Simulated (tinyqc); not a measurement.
Charge control and current of a heterostructure field-effect transistor: one step, computed by the program tinyqc. Command: `OMP_NUM_THREADS=1 python tinyqc.py 3019194 3019195 out.jsonl hemt walk`. One thread of a shared host (Intel(R) Xeon(R) Processor @ 2.30GHz), about 0.01 s of CPU time with the checks.

Two subbands in a triangular well; E_F is counted from the conduction band edge of the channel at the interface.

Task: Levels and gate capacitance. Charge control: n_s = C_b (V_G - V_T - E_F/e)/e. Well: mean field F = e n_s/(2 eps eps_0), E_i = (hbar^2/2m)^(1/3) [(3 pi e F/2)(i + 3/4)]^(2/3), i = 0, 1; n_s = D k_B T sum_i ln(1 + exp((E_F - E_i)/k_B T)), D = m/(pi hbar^2), which is solved in closed form for E_F. C_g = e dn_s/dV_G = 1/(1/C_b + 1/C_q), 1/C_q = d(E_F/e)/d(e n_s) by a central difference of +/- 0.1 % in n_s; added distance dd = eps eps_0/C_q.

Inputs (values chosen for the exercise, modelled on AlGaN/GaN):
```
quantity                                value  unit
channel mass m                            0.2   m_0
permittivity eps (barrier and channel)    9.4     -
conduction band offset dE_c              0.31    eV
temperature T                             300     K
```

Charge source: polarisation. Velocity law: two-piece.

sheet density n_s = 9.125757e+12 1/cm^2

barrier capacitance C_b = 0.3963303 microfarad/cm^2

Constants: k_B = 8.617333262e-05 eV/K; e = 1.602176634e-19 C; eps_0 = 8.8541878128e-12 F/m; hbar = 1.054571817e-34 J s; m_0 = 9.1093837015e-31 kg; k_B = 1.380649e-23 J/K.

Give: E_0; E_1; E_F; share in the second subband; gate capacitance C_g; added distance dd.

Result:

E_0 = 263.8 meV

E_1 = 464.1 meV

E_F = 371.9 meV

share in the second subband = 0.6603 %

gate capacitance C_g = 0.3677 microfarad/cm^2

added distance dd = 1.636 nm

C_g is 93 % of C_b: the finite density of states and the rise of E_0 act as 1.6 nm of extra barrier. Caution: E_F lies above the conduction band minimum of the barrier, so electrons would spill into the barrier.
